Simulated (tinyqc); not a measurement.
Worked calculation: tight binding, dimerised chain. One step of it, computed by the program tinyqc.

Problem. Levels at k. Diagonalise the Hermitian matrix.

H(k) at k (eV):
```
                     A                    B
A             0.000000  -1.946617+2.131563i
B  -1.946617-2.131563i             0.000000
```

Give: eigenvalues; weights |c|^2 of the basis functions.

Solution.

eigenvalues (eV): -2.8867  2.8867

weights |c|^2 of the basis functions:
```
   band 1  band 2
A  0.5000  0.5000
B  0.5000  0.5000
```
